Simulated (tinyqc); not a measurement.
# Landau-Devonshire theory of a uniaxial ferroelectric, step by step

A worked calculation. Computed by tinyqc, a small Python program that keeps every step. Command: `OMP_NUM_THREADS=1 python tinyqc.py 3025868 3025869 out.jsonl ferro walk`. One thread of a shared host (Intel(R) Xeon(R) Processor @ 2.30GHz), about 0.01 s of CPU time with the checks. Intermediate numbers are printed to about 7 digits and carried at full precision; extremes and crossings named in words are read from the listed rows.

G(P) = (alpha/2) P^2 + (beta*/4) P^4 + (gamma/6) P^6 - E P per volume, SI units, one domain, P along the polar axis, which is normal to the film.

Inputs (values chosen for the exercise, modelled on lead titanate):
```
quantity                           value             unit
alpha_0                           725000      J m/(C^2 K)
Curie-Weiss temperature T0           752                K
beta                           -2.95e+08        J m^5/C^4
gamma                           1.54e+09        J m^9/C^6
temperature T                        618                K
misfit strain u_m                -0.0098                -
electrostriction Q12              -0.026          m^4/C^2
compliance s11 + s12             5.5e-12            m^2/N
applied field E                      7.2             MV/m
film thickness d                       5               nm
screening length lambda           0.0048               nm
background permittivity eps_b          7                -
gradient coefficient g           2.6e-11        J m^3/C^2
series capacitance C_d               1.8  microfarad/cm^2
start of Newton steps P0/Ps            1                -
```

Sample: epitaxial film.

Constants: eps_0 = 8.8541878128e-12 F/m.

## Coefficients at T

alpha = alpha_0 (T - T0*), with clamping: T0* = T0 + 4 Q12 u_m/(alpha_0 (s11 + s12)), beta* = beta + 4 Q12^2/(s11 + s12).

T0* = 1007.599 K

alpha = -2.824591e+08 J m/C^2

beta* = 1.966364e+08 J m^5/C^4

Compression raises T0 by 256 K. beta* > 0: the transition is of second order, although the free crystal has a first-order one.

## Spontaneous polarisation, susceptibility, coercive field

Ps^2 = [-beta* + sqrt(beta*^2 - 4 alpha gamma)]/(2 gamma). chi = 1/(eps_0 G''), G'' = alpha + 3 beta* P^2 + 5 gamma P^4 at Ps. Ps, chi and the coercive field are for perfect screening, without a depolarising field. The intrinsic coercive field is |alpha P + beta* P^3 + gamma P^5| at the P_c where G'' = 0. 1 C/m^2 = 100 microcoulomb/cm^2.

spontaneous polarisation Ps = 60.75848 microcoulomb/cm^2

susceptibility chi = 114.7009

well depth G(Ps) = -32.52435 MJ/m^3

P_c = 39.62516 microcoulomb/cm^2

intrinsic coercive field = 84.64619 MV/m

P_c/Ps = 0.652, above the 0.577 of a quartic well, as the sixth-order term matters. Real switching runs by domain nucleation at far lower fields.

## Polarisation in the field by Newton steps

Solve G'(P) = alpha P + beta* P^3 + gamma P^5 - E = 0 by P(new) = P - G'/G'' from P0; stop when the step is below 1e-11 C/m^2 (G' under 1e-6 MV/m is shown as 0).

Newton steps:
```
step  P (microcoulomb/cm^2)      G' (MV/m)  G'' (MJ m/C^2)
1                  60.75848  -7.200000e+00         984.656
2                  61.48970   2.061644e-01        1041.363
3                  61.46990   1.545004e-04        1039.803
4                  61.46988              0        1039.802
```

P at the end of the steps = 61.46988 microcoulomb/cm^2

1/(eps_0 G'') there = 108.6177

The linear estimate Ps + eps_0 chi E gives 61.490; the field lowers chi by 5.3 %.

## The 180-degree wall

With the term (g/2) (dP/dx)^2, (g/2) P'^2 = G(P) - G(Ps) across the wall: energy = int_(-Ps)^(Ps) sqrt(2 g [G(P) - G(Ps)]) dP (40 Gauss-Legendre points); width = 2 Ps over the slope at P = 0, sqrt(2 |G(Ps)|/g). Elastic coupling inside the wall is left out.

wall energy = 34.58770 mJ/m^2

wall width = 0.7682529 nm

Caution: a wall under 0.8 nm, some two lattice spacings, wide is outside the continuum picture.

## A capacitor with imperfect screening

Between shorted electrodes with screening length lambda each, the depolarising field is -k P, k = 2 lambda/(eps_0 (d + 2 lambda eps_b)), so alpha turns into alpha + k. The polar state is the lowest uniform state while alpha + k < 0 (beta* > 0) or < 3 beta*^2/(16 gamma) (beta* < 0); setting the equality gives the critical thickness d_c.

depolarising coefficient k = 2.139708e+08 J m/C^2

polarisation of the film = 39.55946 microcoulomb/cm^2

size of the depolarising field = 84.64568 MV/m

critical thickness d_c = 3.771348 nm

The film keeps 65 % of Ps.

## Thickness series

Domains are left out, though they can pre-empt both the loss of P and the state at P = 0. The second and third columns are for the shorted capacitor, polar only where it is the lowest uniform state: alpha + k < 0 (beta* > 0) or < 3 beta*^2/(16 gamma) (beta* < 0). The last column is another circuit, the film in series with C_d at P = 0: 1/C = (alpha d)/(1 + alpha eps_0 eps_b) + 1/C_d, and P = 0 is locally stable while 1/C > 0; a dash marks the rest.

Against thickness:
```
d (nm)  P (microcoulomb/cm^2)  depolarising field (MV/m)  C of the stack / C_d
1                     0.00000                    0.00000              1.005202
2                     0.00000                    0.00000              1.010458
3                     0.00000                    0.00000              1.015769
5                    39.55946                   84.64568              1.026562
8                    50.27221                   67.56591              1.043187
15                   55.79803                   40.15215              1.084155
30                   58.41395                   21.06425              1.183776
60                   59.61596                   10.76088              1.450308
150                  60.30816                    4.35725              4.468848
```

The polar state appears between 3 and 5 nm (d_c = 3.77 nm), and at 150 nm P is 99.3 % of Ps. The stack exceeds C_d wherever it is stable, up to 4.47 times: the ferroelectric held at P = 0 acts as a negative capacitance.

Checks made by the program: Ps against a numerical root of G'(P)/P (relative difference below 1e-10).
